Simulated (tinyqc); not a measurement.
Changing the film density rho: X-ray reflectivity of a thin film on silicon: critical angles, Parratt recursion, fringes and roughness. Computed by tinyqc, a small Python program. Command: `OMP_NUM_THREADS=1 python tinyqc.py 3120107 3120108 out.jsonl xrr sweep`. One thread of a shared host (Intel(R) Xeon(R) Processor @ 2.30GHz), about 0.01 s of CPU time with the checks.

n = 1 - delta + i beta; the classical electron radius is r_e = 2.8179403e-6 nm. Layer 0 is vacuum, 1 the film, 2 the substrate.

Inputs (values chosen for the exercise, modelled on tungsten on silicon, copper K-alpha radiation):
```
quantity                                        value     unit
wavelength lambda                             0.15406       nm
effective electrons per unit mass, film           0.4    mol/g
beta/delta, film                                 0.09        -
film thickness d                                 57.4       nm
roughness of the surface sigma_1                 0.68       nm
roughness of the interface sigma_2               0.27       nm
substrate density                                2.33   g/cm^3
effective electrons per unit mass, substrate    0.507    mol/g
beta/delta, substrate                           0.023        -
grazing angle theta                              0.86  degrees
```

Constants: N_A = 6.02214076e+23 1/mol.

Method:
- delta = r_e lambda^2 rho_e/(2 pi), rho_e = density x electrons per mass x N_A; critical angle sqrt(2 delta), q_c = 4 sqrt(pi r_e rho_e).
- k_j = (2 pi/lambda) sqrt(sin^2 theta - 2 delta_j + 2 i beta_j); r_ij = (k_i - k_j)/(k_i + k_j) x exp(-2 k_i k_j sigma^2) (Nevot-Croce); r = (r_01 + r_12 p)/(1 + r_01 r_12 p), p = exp(2 i k_1 d); R = |r|^2.
- Far above the critical angle the period is d theta = lambda/(2 d), or 2 pi/d in q; the envelope runs between (|r_01| - |r_12 p|)^2 and (|r_01| + |r_12 p|)^2; contrast = 2 a b/(a^2 + b^2) with a = |r_01|, b = |r_12 p|; roughness factors on the amplitudes are about exp(-q^2 sigma^2/2).

One run for each value:
```
film density rho (g/cm^3)  critical angle of the film (degrees)  contrast  reflectivity R
10.2                                                    0.41439   0.70643        0.002220
12.0                                                    0.44947   0.64524        0.006521
13.9                                                    0.48374   0.56790        0.005543
15.8                                                    0.51575   0.48461        0.004104
17.7                                                    0.54588   0.40123        0.012560
19.6                                                    0.57443   0.32224        0.015272
21.5                                                    0.60163   0.25073        0.012987
23.3                                                    0.62631   0.19152        0.023860
```

What does the table show, and why?

Over the rows, critical angle of the film (degrees) rises from 0.414 to 0.626 (exponent d ln y / d ln x about 0.50 throughout); contrast falls from 0.706 to 0.192 (exponent d ln y / d ln x -0.56 between the first rows and -3.4 between the last); reflectivity R lies between 0.00222 and 0.0239 without a single trend. The exponent of critical angle of the film stays at 0.50: delta is proportional to the density.

Extremes, crossings and ranges named in words are read from the listed rows.
